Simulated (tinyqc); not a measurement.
# Trap and transport parameters from the curve

Inverse problem. A layer shows an ohmic current q n0 mu V/L, then a square law (9/8) th eps0 eps_r mu V^2/L^3 above Vx = 8 q n0 L^2/(9 th eps0 eps_r), and trap filling at V_TFL = q Nt L^2/(2 eps0 eps_r). th = y/(1 + y), y = (Nc/Nt) exp(-Et/kB T). The square-law current at V is given. Find th, n0, Nt and Et.

Inputs (values chosen for the exercise):
- T = 350 K (temperature)
- eps_r = 15.1 (relative permittivity)
- mu = 3 cm^2/(V s) (mobility)
- L = 7700 nm (thickness)
- Nc = 8.4e20 cm^-3 (band density of states)
- V = 6.6 V (voltage)

Constants: q = 1.602176634e-19 C, kB = 1.380649e-23 J/K, Vt = kB T/q, eps0 = 8.8541878128e-14 F/cm where lengths are in cm. Results are converted to the units shown.

Mott-Gurney J = 0.14337068 A/cm^2
Vx = 0.37931363 V
V_TFL = 74.602858 V

Answer. The square law gives th, Vx gives n0, V_TFL gives Nt, and th with Nt gives Et.

th = 0.3330
n0 = 2.000e12 cm^-3
Nt = 2.100e15 cm^-3
Et = 0.4100 eV

Program tinyqc, `OMP_NUM_THREADS=1 python tinyqc.py 2370038 2370039 out.jsonl`; Intel Xeon 2.30GHz, shared host, one thread, about 0.01 s.
